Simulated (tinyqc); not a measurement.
From results back to parameters: carbon nanotube by zone folding. Five cases, with inputs chosen for the exercise.

Problem. d = sqrt3 acc sqrt(n^2 + nm + m^2)/pi and tan(theta) = sqrt3 m/(2n + m). Diameter and chiral angle below belong to a hidden tube.

Case 1.

Values chosen (out of a larger set: near those used for carbon; not measured data): acc = 1.44 angstrom (bond length).

d = 15.333 angstrom
theta = 10.33 degrees

Case 2.

Values chosen (out of a larger set: near those used for carbon; not measured data): acc = 1.44 angstrom (bond length).

d = 17.947 angstrom
theta = 13.29 degrees

Case 3.

Values chosen (out of a larger set: near those used for carbon; not measured data): acc = 1.44 angstrom (bond length).

d = 8.251 angstrom
theta = 30.00 degrees

Case 4.

Values chosen (out of a larger set: near those used for carbon; not measured data): acc = 1.42 angstrom (bond length).

d = 20.475 angstrom
theta = 23.41 degrees

Case 5.

Values chosen (out of a larger set: near those used for carbon; not measured data): acc = 1.44 angstrom (bond length).

d = 11.001 angstrom
theta = 30.00 degrees

Find: n, m; type in zone folding.

Solution. With L = pi d/a, a = sqrt3 acc, the components of C are n + m/2 = L cos(theta) and sqrt3 m/2 = L sin(theta). The tube is metallic where n - m is a multiple of three.

Case 1.

n, m: 17  4

type in zone folding: semiconducting

Case 2.

n, m: 19  6

type in zone folding: semiconducting

Case 3.

n, m: 6  6

type in zone folding: metallic

Case 4.

n, m: 18  12

type in zone folding: metallic

Case 5.

n, m: 8  8

type in zone folding: metallic

Computed by tinyqc, one run a case: `OMP_NUM_THREADS=1 python tinyqc.py N N+1 out.jsonl` with N = 1480911, 1480924, 1480972, 1481017, 1481039; one thread of a shared Intel(R) Xeon(R) Processor @ 2.30GHz, about 0.06 s a run at most.
